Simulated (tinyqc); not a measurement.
Koster-Slater impurity in a tight-binding band, by Green functions and by supercells: one step, computed by the program tinyqc.

One orbital per site, e(k) = -2 t sum cos(k_i) over 1 direction(s), band from -2 t to 2 t, lattice constant 1. One site has the extra energy U. Spin is left out.

Task: The supercell Hamiltonian at Gamma. H_ij = -t for each bond from i to j, images included (two bonds add when N = 2); H_11 = U; sites are numbered with the last coordinate running fastest. Diagonalise.

Inputs (values chosen for the exercise, for a model band): hopping t = 0.66 eV; impurity potential U = -0.282 eV; supercell edge N = 6 sites.

Lattice: chain.

Give: H; levels.

Result:

H (eV):
```
[[-0.282, -0.660, 0.000, 0.000, 0.000, -0.660],
 [-0.660, 0.000, -0.660, 0.000, 0.000, 0.000],
 [0.000, -0.660, 0.000, -0.660, 0.000, 0.000],
 [0.000, 0.000, -0.660, 0.000, -0.660, 0.000],
 [0.000, 0.000, 0.000, -0.660, 0.000, -0.660],
 [-0.660, 0.000, 0.000, 0.000, -0.660, 0.000]]
```

levels (eV): [-1.378, -0.755, -0.660, 0.570, 0.660, 1.281]
